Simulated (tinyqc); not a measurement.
## Fully depleted semiconductor-on-insulator film with two gates, non-linear Poisson equation by Newton steps: threshold and coupling against the acceptor density of the film

One dimension across the film, front interface at x = 0, back interface at x = ts. psi is counted from the intrinsic level, n = ni exp(psi/Vt) (source grounded), holes neglected, acceptors ionised. Gates act through Cox = eps0 eox/tox and Cbox = 3.9 eps0/tb with potentials G1 = Vg - (phiM - chi - Vt ln(Nc/ni)) and G2 = Vb - (phiB - chi - Vt ln(Nc/ni)). Classical Boltzmann densities, no interface charge, no depletion in the back plane.

ni = sqrt(Nc Nv) exp(-Eg/(2 Vt)), Eg in volts. The Poisson equation eps0 eps_r d2psi/dx2 = q (n + Na), with -eps0 eps_r dpsi/dx = Cox (G1 - psi) at x = 0 and eps0 eps_r dpsi/dx = Cbox (G2 - psi) at x = ts, is solved on 300 equal intervals with half boxes at both ends; N_inv is the trapezoid sum of n. VT is the Vg for N_inv = 1e11 cm^-2; -dVT/dVb from the linearised equation. Limits with Cs = eps0 eps_r/ts: front channel Cs Cbox/(Cox (Cs + Cbox)), back channel Cbox (Cox + Cs)/(Cox Cs). Swing at N_inv = 1e8 cm^-2.

Parameters, values chosen for the exercise; band and dielectric values close to those of silicon:
```
symbol    value   unit                                                                 meaning
T           300      K                                                             temperature
Eg         1.11     eV                                                                band gap
eps_r      11.9                                                          relative permittivity
Nc      2.75e19  cm^-3                                  conduction-band density of states at T
Nv      2.61e19  cm^-3                                     valence-band density of states at T
chi        3.98     eV                                                       electron affinity
eox        25.6         relative permittivity of the gate insulator (close to zirconium oxide)
tox         3.3     nm                                                     insulator thickness
ts           13     nm                                                          film thickness
tb           24     nm                                      buried-oxide thickness (eps_r 3.9)
phiM       4.11     eV                                         work function of the front gate
phiB       4.03     eV                                         work function of the back plane
Vb         -1.2      V                                                       back-gate voltage
```

Constants: q = 1.602176634e-19 C, kB = 1.380649e-23 J/K, Vt = kB T/q, eps0 = 8.8541878128e-14 F/cm where lengths are in cm. Results are converted to the units shown.

The same in every row: front-channel limit = 0.0178; back-channel limit = 0.198.

Threshold and coupling against the acceptor density of the film:
```
Na (cm^-3)	VT (V)	centroid/ts at VT	-dVT/dVb	swing (mV/decade)
1e15	0.0514	0.144	0.0399	62.2
3e15	0.0515	0.144	0.0398	62.2
9e15	0.0518	0.143	0.0397	62.2
3e16	0.0530	0.140	0.0393	62.2
8e16	0.0558	0.134	0.0383	62.1
2e17	0.0624	0.121	0.0363	61.9
7e17	0.0870	0.0820	0.0304	61.5
2e18	0.140	0.0422	0.0243	61.0
```

As Na goes from 1e15 to 2e18, VT rises from 0.0514 to 0.140 V, the centroid falls from 0.144 to 0.0422 of ts and -dVT/dVb falls from 0.0399 to 0.0243. The coupling covers 12.2 % of the way from the front-channel to the back-channel limit in the first row and 3.58 % in the last.

Numbers from tinyqc (`OMP_NUM_THREADS=1 python tinyqc.py 2190084 2190085 out.jsonl`; about 0.4 s on one thread of a shared Intel Xeon 2.30GHz).
